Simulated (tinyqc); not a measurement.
Sheet resistance and Hall data of a diffused or implanted layer: one step, computed by the program tinyqc. Command: `OMP_NUM_THREADS=1 python tinyqc.py 3028318 3028319 out.jsonl layer walk`. One thread of a shared host (Intel(R) Xeon(R) Processor @ 2.30GHz), about 0.01 s of CPU time with the checks.

Carriers are taken equal to the net active doping down to the junction (full ionisation, which deep dopants in wide-gap hosts do not reach; no spill-over, no depletion), and the Hall factor is 1.

Question. What the probes read. Collinear four-point probe on a large thin layer: V = I R_s ln(2)/pi. Van der Pauw on a symmetric sample: R = R_s ln(2)/pi as well. Hall voltage V_H = I B/(e x Hall sheet density); tangent of the Hall angle V_H/(I R_s).

Inputs (values chosen for the exercise, modelled on silicon in GaN): probe current I = 0.1 mA; magnetic field B = 1 T.

Profile: box. Activation: limited by solubility.

sheet resistance R_s = 801.7588 ohm

Hall sheet density = 1.342997e+14 1/cm^2

Constants: e = 1.602176634e-19 C.

Give: four-point voltage; Hall voltage; tangent of the Hall angle.

Answer.

four-point voltage = 17.69 mV

Hall voltage = 0.4647 mV

tangent of the Hall angle = 0.005797
